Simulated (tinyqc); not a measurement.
Inversion-layer mobility, back-scattering and ballistic limit of a field-effect transistor: one step, computed by the program tinyqc. Command: `OMP_NUM_THREADS=1 python tinyqc.py 3018338 3018339 out.jsonl mos walk`. One thread of a shared host (Intel(R) Xeon(R) Processor @ 2.30GHz), about 0.01 s of CPU time with the checks.

The charge at the top of the source barrier is fixed by the gate; series resistance and short-channel effects are left out. F_j are Fermi integrals normalised to exp(eta) in the classical limit.

Problem. Ballistic limit. F_j(eta) = (1/Gamma(j + 1)) int_0^infinity x^j/(1 + exp(x - eta)) dx, F_0 = ln(1 + exp(eta)). Integrals over x = E/(k_B T) use 160 Gauss-Legendre points in u = sqrt(x) from 0 to sqrt(max(eta, 0) + 32). Ballistic channel: N_2D = g_v m k_B T/(pi hbar^2), U = e V_D/(k_B T); eta_F solves N_inv = (N_2D/2)[F_0(eta_F) + F_0(eta_F - U)]; v_T = sqrt(2 k_B T/(pi m)); I/W = e (N_2D/2) v_T [F_1/2(eta_F) - F_1/2(eta_F - U)]; injection velocity v_T F_1/2(eta_F)/F_0(eta_F).

Inputs (values chosen for the exercise, modelled on a 4H-SiC n-channel):
```
quantity               value  unit
transport mass m        0.29   m_0
valley degeneracy g_v      3     -
drain voltage V_D       0.05     V
temperature T            300     K
```

Statistics at the top of the barrier: Fermi-Dirac.

inversion density N_inv = 3.315810e+12 1/cm^2

Constants: m_0 = 9.1093837015e-31 kg; k_B = 1.380649e-23 J/K; hbar = 1.054571817e-34 J s; k_B = 8.617333262e-05 eV/K; e = 1.602176634e-19 C.

Give: N_2D; eta_F; thermal velocity v_T; injection velocity; ballistic current I/W.

Solution.

N_2D = 9.395e+12 1/cm^2

eta_F = -0.2075

thermal velocity v_T = 0.9991 1e7 cm/s

injection velocity = 1.088 1e7 cm/s

ballistic current I/W = 402.1 microampere/micrometre

Degeneracy raises the injection velocity by a factor 1.09.
